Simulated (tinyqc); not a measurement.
Admittance spectroscopy and thermally stimulated current of one trap level in a depletion layer: one step, computed by the program tinyqc.

A Schottky junction on n-type material holds one donor-like electron trap; shallow donors are fully ionised and abrupt depletion edges are assumed.

Question. Temperature of the peak. N_c = 2 (2 pi m k_B T/h^2)^(3/2), v_th = sqrt(3 k_B T/m), emission rate e_n = sigma v_th N_c exp(-E_t/(k_B T)). Where the level crosses the Fermi level capture equals emission, so the trap follows the signal with the rate 2 e_n; G/omega peaks at omega = 2 e_n (the correction for large N_t/N is left out). Solve 2 e_n(T_p) = 2 pi f.

Inputs (values chosen for the exercise, modelled on n-type GaAs): density-of-states mass m = 0.066 m_0; shallow doping N = 1.2e+15 1/cm^3; trap depth E_t below the band = 0.265 eV; capture cross section sigma = 4.2e-17 cm^2; test frequency f = 100 Hz.

Constants: k_B = 1.380649e-23 J/K; m_0 = 9.1093837015e-31 kg; h = 6.62607015e-34 J s; k_B = 8.617333262e-05 eV/K.

Give: peak temperature T_p; N_c at T_p; e_n at T_p; E_c - E_F = k_B T_p ln(N_c/N).

Answer.

peak temperature T_p = 217.7 K

N_c at T_p = 2.631e+17 1/cm^3

e_n at T_p = 314.2 1/s

E_c - E_F = k_B T_p ln(N_c/N) = 0.1011 eV
